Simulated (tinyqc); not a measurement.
Sputter depth profiling of a dopant layer: erosion rate, quantification and the mixing-roughness response: one step, computed by the program tinyqc. Command: `OMP_NUM_THREADS=1 python tinyqc.py 3009323 3009324 out.jsonl sims walk`. One thread of a shared host (Intel(R) Xeon(R) Processor @ 2.30GHz), about 0.02 s of CPU time with the checks.

A rastered ion beam erodes silicon (49.94 atoms per nm^3). The measured profile is the true one convolved with a depth response.

Question. Moments. Convolution adds means and variances: the response has mean 0 (shift -w plus exponential mean w) and variance w^2 + sigma^2; a box adds the mean b/2 and the variance b^2/12.

Inputs (values chosen for the exercise, modelled on a dopant in silicon under an oxygen or caesium beam): roughness sigma = 1.2 nm; depth of the top edge z0 = 47 nm; box width b = 24 nm.

True profile: box.

mixing length w = 3.697432 nm

depth of the maximum = 64.13491 nm

Give: centroid; standard deviation; maximum minus centroid.

Answer.

centroid = 59 nm

standard deviation = 7.944 nm

maximum minus centroid = 5.135 nm

The centroid stays at the true position while the maximum lies deeper, so depth is read from the centroid.
